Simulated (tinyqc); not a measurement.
Two-dimensional dopant profile at a mask edge: lateral junction, overlap and effective channel length: one step, computed by the program tinyqc. Command: `OMP_NUM_THREADS=1 python tinyqc.py 3009056 3009057 out.jsonl lateral walk`. One thread of a shared host (Intel(R) Xeon(R) Processor @ 2.30GHz), about 0.02 s of CPU time with the checks.

Ions enter for y < 0; the mask (spacer, then gate) covers y > 0. x is the depth. The surface reflects dopant during the anneal.

Task: Junction contour. Widths s_x^2 = (vertical straggle)^2 + 2 D t, s_y^2 = (lateral straggle)^2 + 2 D t. C(x, y) = V(x) (1/2) erfc(y/(sqrt2 s_y)), V(x) = Q/(sqrt(2 pi) s_x) [exp(-(x - R_p)^2/(2 s_x^2)) + exp(-(x + R_p)^2/(2 s_x^2))]; 1 nm = 1e-7 cm. The lateral junction at depth x solves C = C_B: y_j(x) = sqrt2 s_y erfc^-1(2 C_B/V(x)). Depths are 0, 0.15, 0.3, 0.45, 0.6, 0.75, 0.9 and 0.97 of x_j.

Inputs (values chosen for the exercise, modelled on a source-drain extension in silicon): dose Q = 9e+14 1/cm^2; projected range R_p = 58 nm; channel doping C_B = 2.6e+17 1/cm^3.

vertical junction x_j = 212.0280 nm

s_x = 45.56314 nm

s_y = 45.56314 nm

Give: Contour.

Result:

Contour:
```
x/x_j  x (nm)  V (1/cm^3)  y_j (nm)
0.00     0.00  7.0097e+19    121.99
0.15    31.80  7.8095e+19    123.63
0.30    63.61  8.0445e+19    124.08
0.45    95.41  5.6523e+19    118.67
0.60   127.22  2.4875e+19    105.24
0.75   159.02  6.7475e+18     80.55
0.90   190.83  1.1250e+18     33.50
0.97   205.67  4.1277e+17    -15.11
```

The contour reaches furthest, 124.08 nm, at x/x_j = 0.3 among these rows, below the surface, where punch-through would start. It crosses the mask edge where V = 2 C_B.
